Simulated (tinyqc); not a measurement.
What moves the results: tunnelling through a thin dielectric with one trap, as a tight-binding chain. A value that a table varies takes the place of the one given here.

Hopping -t everywhere, t = c/(m a^2), c = hbar^2/2m0; lead sites at 2t (band bottom 0), barrier sites 1 to N at 2t + phi, and site j has U besides. No voltage. Leads give S = -t exp(ika) on sites 1 and N, cos(ka) = 1 - E/(2t). T = (2 t sin(ka))^2 |G_1N|^2, G = (E - H - S)^-1. In the barrier cosh(q a) = 1 + (phi - E)/(2t).

Resonance: the lowest eigenvalue of H + S(E), iterated until its real part equals E (40 rounds from Eb = phi + 2t - sqrt(4t^2 + U^2), the level in an endless barrier). With v the normalised squared amplitudes of that state, Gamma_L = 2 t sin(ka) v_1, Gamma_R = 2 t sin(ka) v_N; Breit-Wigner T = Gamma_L Gamma_R/((E - Er)^2 + (Gamma_L + Gamma_R)^2/4).

Constants: hbar^2/2m0 = 3.80998211 eV angstrom^2.

Inputs chosen for the exercise (barrier and mass of the size used for HfO2 on silicon; shifted at random, so the results belong to these values and not to a real crystal): a = 3 angstrom (site spacing); m = 0.21 m0 (mass, the same in leads and barrier); phi = 1.72 eV (conduction edge of the barrier above that of the leads); N = 8 (barrier sites); j = 6 (site of the trap); U = -3.4 eV (extra energy on the trap site); E = 0.3 eV (electron energy).

## Transmission around the level

Er = 0.45705 eV

widths (meV): left 0.83469, right 84.289

Energies Er + x (Gamma_L + Gamma_R).

T:
```
x     E (eV)     chain  Breit-Wigner   no trap
-3.0  0.2017  0.000270       0.00105  2.67e-06
-1.0  0.3719   0.00557       0.00777  8.81e-06
-0.5  0.4145    0.0169        0.0194  1.14e-05
0.0   0.4571    0.0387        0.0388  1.47e-05
0.5   0.4996    0.0241        0.0194  1.87e-05
1.0   0.5422    0.0121       0.00777  2.38e-05
3.0   0.7124   0.00350       0.00105  6.09e-05
8.0   1.1380   0.00293      0.000151  0.000673
```

At Er the chain gives 0.0387, 2.64e+03 times the value without trap, and Breit-Wigner 0.0388. In the wings the single pole gives 3.88 times the chain value at x = -3 and 0.0516 times at x = 8, because the widths and the level shift change with energy.

## Where a trap does most harm

The trap is moved through the barrier. The area under the resonance, 2 pi Gamma_L Gamma_R/(Gamma_L + Gamma_R), sets the current through it.

Against position:
```
j  Er (eV)  Gamma_L (meV)  Gamma_R (meV)    peak  area (meV)
3   0.4571           84.3          0.835  0.0388        5.19
4   0.4730           18.9           4.07   0.584        21.1
5   0.4730           4.07           18.9   0.584        21.1
6   0.4571          0.835           84.3  0.0388        5.19
```

The area is largest at j = 4 and 5 (21.1 meV) and 4.05 times smaller at j = 3: the slower of the two steps limits the current, so traps in the middle carry most. Each site towards a lead multiplies its width by about 4.63, close to exp(2 q a) = 4.63 at Eb.

## Direct against trap-assisted paths

N odd, the trap in the middle, j = (N + 1)/2. Direct T is that without trap at the energy Er; area = 2 pi Gamma_L Gamma_R/(Gamma_L + Gamma_R). The exponents are the slopes of the logarithms between the last two rows, per angstrom.

Against thickness:
```
N   N a (angstrom)  Er (eV)  direct T  area (meV)
5             15.0   0.4318   0.00136         252
7             21.0   0.4696  7.34e-05        58.7
9             27.0   0.4761  3.54e-06        12.9
11            33.0   0.4774  1.66e-07        2.81
13            39.0   0.4777  7.78e-09       0.607
15            45.0   0.4777  3.63e-10       0.131
17            51.0   0.4777  1.70e-11      0.0284
```

exponents (1/angstrom): direct 0.5107, through the trap 0.2554

The direct path falls as exp(-0.511 d) and the path through a central trap as exp(-0.255 d), 2.00 times more slowly, since each step crosses half the layer. From 5 to 17 sites the first loses 7.9 decades and the second 3.9: in thicker layers even few traps rule the leakage. Inelastic capture with phonons is left out.

## What each parameter does

Resonance and log10 T at E. Each row changes one parameter from the base and keeps the others.

Results:
```
case           Er (eV)  Gamma_L (meV)  Gamma_R (meV)  log10 T
base            0.4571         0.8347          84.29   -2.888
m = 0.193 m0    0.5352          1.481          108.8   -3.009
phi = 1.82 eV   0.5614         0.8809          88.62   -3.472
N = 9           0.4737         0.8810          18.90   -3.676
j = 5           0.4730          4.075          18.86   -2.964
U = -3.298 eV   0.5249          1.030          92.33   -3.195
```

The largest shifts from the base row, up to three for each result and ties (the steps differ in size, so this ranks the rows, not the parameters). Er (eV): phi +0.1043, m +0.0782, U +0.0679. Gamma_L (meV): j +3.24, m +0.646, U +0.195. Gamma_R (meV): j -65.4, N -65.4, m +24.5. log10 T: N -0.788, phi -0.583, U -0.306.

Program tinyqc; command `OMP_NUM_THREADS=1 python tinyqc.py 1482808 1482809 out.jsonl`; about 0.05 s on one thread of a shared Intel(R) Xeon(R) Processor @ 2.30GHz.
